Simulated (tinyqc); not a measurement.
CMOS inverter, nodal equation and switching: one step of the calculation.

An n-channel pull-down (bn, VTn) and a p-channel pull-up (bp, VTp) share the input Vin and the output node Vout, which carries the load C. Transistor (EKV form, voltages against the body): I = 2 n b Vt^2 [F(vp - Vs) - F(vp - Vd)] from drain to source, F(v) = ln^2(1 + exp(v/(2 Vt))), vp = (Vg - VT + sg |Vd - Vs|)/n. n-channel bodies are at 0; for the p-channel device all voltages are counted down from Vdd. b in uA/V^2 gives I in uA. Static: In = Ip. Transient: C dVout/dt = Ip - In. No velocity saturation, no gate capacitance beyond C.

Task. Output voltage by Newton steps. f = In - Ip at (Vin, Vout); G = df/dVout by a central difference with +/- 1e-6 V; Vout(new) = Vout - f/G, the step limited to +/- 0.1 V.

Values chosen for this exercise:
- T = 300 K (temperature)
- Vdd = 0.75 V (supply voltage)
- n = 1.13 (slope factor)
- sg = 0.031 (drain-induced barrier lowering)
- VTn = 0.36 V (n-channel threshold)
- VTp = 0.28 V (p-channel threshold (magnitude))
- bn = 540 uA/V^2 (gain factor of the pull-down transistor)
- bp = 540 uA/V^2 (gain factor of the pull-up transistor)
- Vin = 0.38 V (input voltage)

Constants: q = 1.602176634e-19 C, kB = 1.380649e-23 J/K, Vt = kB T/q. Results are converted to the units shown.

Vout after iteration 1 = 0.48 V

Find: In; Ip; G; Vout after iteration 2.

Result.

In = 0.87465 uA
Ip = 2.8029 uA
G = 1.9563 uS
Vout after iteration 2 = 0.58000 V

Numbers from tinyqc (`OMP_NUM_THREADS=1 python tinyqc.py 2340137 2340138 out.jsonl`; about 0.04 s on one thread of a shared Intel Xeon 2.30GHz).
